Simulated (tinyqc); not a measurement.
Density of states of one tight-binding band on the simple cubic lattice: one step. Energies on the mesh. Two cases, with inputs chosen for the exercise.

Question. Evaluate the band at all 64 points and collect equal values.

E(k) = -2 t (c1 + c2 + c3) - 4 t2 (c1 c2 + c2 c3 + c3 c1) with ci = cos(2 pi ki); k in fractions of the reciprocal vectors, mesh k_i = j/N with j = 0 .. N-1. Densities are per cell and per spin, so the band holds one state.

Give: Distinct energies.

Case 1.

Values chosen:
- t = 1.43 eV (nearest hopping)
- t2 = 0 eV (second hopping)
- N = 4 (mesh points along each axis)

Answer.

Distinct energies:

| E_k (eV) | points |
|---|---|
| -8.5800 | 1 |
| -5.7200 | 6 |
| -2.8600 | 15 |
| 0.0000 | 20 |
| 2.8600 | 15 |
| 5.7200 | 6 |
| 8.5800 | 1 |

The 64 points give 7 distinct energies between -8.5800 and 8.5800 eV; a dense mesh gives a band from -8.580 to 8.580 eV.

Case 2.

Values chosen:
- t = 1.64 eV (nearest hopping)
- t2 = 0.19 eV (second hopping)
- N = 4 (mesh points along each axis)

Answer.

Distinct energies:

| E_k (eV) | points |
|---|---|
| -12.1200 | 1 |
| -7.3200 | 6 |
| -3.2800 | 12 |
| -2.5200 | 3 |
| 0.0000 | 8 |
| 0.7600 | 12 |
| 3.2800 | 12 |
| 4.0400 | 3 |
| 5.8000 | 6 |
| 7.5600 | 1 |

The 64 points give 10 distinct energies between -12.1200 and 7.5600 eV; a dense mesh gives a band from -12.120 to 7.560 eV.

Computed by tinyqc, one run a case: `OMP_NUM_THREADS=1 python tinyqc.py N N+1 out.jsonl` with N = 1651029, 1651594; one thread of a shared Intel(R) Xeon(R) Processor @ 2.30GHz, about 0.3 s a run at most.
